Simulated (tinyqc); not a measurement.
From results back to parameters: linear model of a band gap against the share of exact exchange. Five cases, with inputs chosen for the exercise.

Problem. Gap and optical dielectric constant were computed at two shares alpha. They follow E = E0 + S alpha and eps = 1 + (e0 - 1)(EP/(EP + S alpha))^2.

Find: S; E0; EP; e0.

Method. The two gaps give S and E0. With q = sqrt((eps1 - 1)/(eps2 - 1)) = (EP + S alpha2)/(EP + S alpha1), EP = S (alpha2 - q alpha1)/(q - 1); e0 follows from either eps.

Case 1.

Values chosen (out of a larger set: of the order of those of GaN; not measured data): al12 = (0.3, 0.4) (two shares of exact exchange).

gaps (eV): 4.13500  4.88000

eps: 4.774515  4.521851

Solution.

S = 7.45 eV
E0 = 1.90 eV
EP = 18.9 eV
e0 = 5.72

Case 2.

Values chosen (out of a larger set: of the order of those of HfO2; not measured data): al12 = (0.25, 0.3) (two shares of exact exchange).

gaps (eV): 6.30000  6.71800

eps: 4.304448  4.176073

Solution.

S = 8.36 eV
E0 = 4.21 eV
EP = 18.8 eV
e0 = 5.08

Case 3.

Values chosen (out of a larger set: of the order of those of InP; not measured data): al12 = (0.3, 0.35) (two shares of exact exchange).

gaps (eV): 2.37400  2.65300

eps: 8.227646  7.894176

Solution.

S = 5.58 eV
E0 = 0.70 eV
EP = 10.0 eV
e0 = 10.85

Case 4.

Values chosen (out of a larger set: of the order of those of Al2O3; not measured data): al12 = (0.2, 0.25) (two shares of exact exchange).

gaps (eV): 7.96600  8.43500

eps: 3.060484  2.990664

Solution.

S = 9.38 eV
E0 = 6.09 eV
EP = 25.1 eV
e0 = 3.38

Case 5.

Values chosen (out of a larger set: of the order of those of diamond; not measured data): al12 = (0.35, 0.4) (two shares of exact exchange).

gaps (eV): 6.66600  7.02400

eps: 5.580245  5.474265

Solution.

S = 7.16 eV
E0 = 4.16 eV
EP = 27.9 eV
e0 = 6.44

Computed by tinyqc, one run a case: `OMP_NUM_THREADS=1 python tinyqc.py N N+1 out.jsonl` with N = 1880787, 1880821, 1880822, 1880830, 1880835; one thread of a shared Intel(R) Xeon(R) Processor @ 2.30GHz, about 0.01 s a run at most.
